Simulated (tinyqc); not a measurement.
Convergence with the mesh: density of states of one tight-binding band of a chain.

E(k) = -2 t cos(2 pi k) - 2 t2 cos(4 pi k); k in fractions of the reciprocal vectors, mesh k_i = j/N with j = 0 .. N-1. Densities are per cell and per spin, so the band holds one state.

Each interval of the mesh is a segment with E linear in k: n = (E - e1)/(e2 - e1), g = 1/(e2 - e1) between its end values.

Gaussian broadening: g(E) = mean over the mesh of exp(-(E - E_k)^2/(2 sigma^2))/(sigma sqrt(2 pi)), n(E) = mean of erfc((E_k - E)/(sigma sqrt 2))/2.

Inputs chosen for the exercise: t = 1.94 eV (nearest hopping); t2 = 0.17 eV (second hopping); E = 1.74 eV (energy at which the density is wanted); sigma = 0.194 eV (Gaussian width).

At the energy E; the plain count is the share of mesh points below E; the reference is the linear method with N = 4000.

Results:
```
N    points  g linear  n linear  g Gaussian  n Gaussian  n plain count
8         8    0.1040    0.6456      0.0000      0.6250         0.6250
16       16    0.1227    0.6268      0.2563      0.6288         0.6875
32       32    0.1115    0.6266      0.1309      0.6270         0.6562
64       64    0.1068    0.6266      0.1035      0.6270         0.6406
128     128    0.1046    0.6265      0.1034      0.6270         0.6328
256     256    0.1036    0.6265      0.1034      0.6270         0.6289
```

reference n and g: 0.6265  0.1030

What does the comparison show?

The linear n(E) stays within 0.002 of the reference from N = 16 on. The Gaussian g stays within 1 % of its last value from N = 64 on; it tends to the broadened curve, not the true one. At the last mesh it lies 0.000 1/eV from the reference g and the linear g +0.001. The plain count errs by +0.0024 at the last mesh.

tinyqc: `OMP_NUM_THREADS=1 python tinyqc.py 1650352 1650353 out.jsonl`; about 0.01 s, one thread, shared Intel(R) Xeon(R) Processor @ 2.30GHz.
